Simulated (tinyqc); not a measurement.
Ways to converge the cycle: SCF convergence aids in the 6-311g basis, for H2, spin multiplicity 1. Computed by the program tinyqc with PySCF. RHF with one setting changed at a time; a run stops when the energy changes by less than 1e-09 hartree and the error matrix is below 1e-5. The start is the Wolfsberg-Helmholz matrix. Damping d keeps d of the old density; a shift (hartree) raises the virtual levels; DIIS n extrapolates F over n matrices.

Geometry (angstrom):
```
atom       x       y       z
H     0.0000  0.0000  0.0000
H     0.0000  0.0000  0.6560
```

lowest restricted solution found by these runs and by PySCF = -1.123209 hartree

Largest element of the error matrix X^T (FDS - SDF) X:
```
iteration    plain  damping 0.3  damping 0.6  shift 0.4   DIIS 3   DIIS 8
1          4.2e-01      4.2e-01      4.2e-01    4.2e-01  4.2e-01  4.2e-01
2          5.2e-02      1.7e-01      2.8e-01    1.1e-01  5.2e-02  5.2e-02
3          5.5e-03      6.3e-02      1.8e-01    2.4e-02  1.3e-03  1.3e-03
4          6.4e-04      2.4e-02      1.2e-01    7.8e-03  1.9e-04  1.9e-04
5          1.0e-04      9.1e-03      7.6e-02    3.0e-03  1.0e-07  1.6e-07
6          2.7e-05      3.4e-03      4.9e-02    1.4e-03  1.0e-10  6.9e-08
8          1.5e-06      4.6e-04      2.0e-02    3.2e-04        -        -
10               -      6.3e-05      8.5e-03    6.8e-05        -        -
14               -      1.8e-06      1.4e-03          -        -        -
20               -            -      1.0e-04          -        -        -
30               -            -      1.3e-06          -        -        -
```

How each run ends:
```
run          iterations  E (hartree)         state
plain                 8     -1.12321  lowest found
damping 0.3          19     -1.12321  lowest found
damping 0.6          39     -1.12321  lowest found
shift 0.4            13     -1.12321  lowest found
DIIS 3                6     -1.12321  lowest found
DIIS 8                6     -1.12321  lowest found
```

What does the comparison show, and why?

6 of 6 runs reach the lowest restricted solution found, in 6 to 39 iterations (fastest: DIIS 3, DIIS 8). Plain steps already contract here, so damping only slows them. DIIS 3 and DIIS 8 gain by cancelling the error over several earlier matrices, much as a quasi-Newton step does.
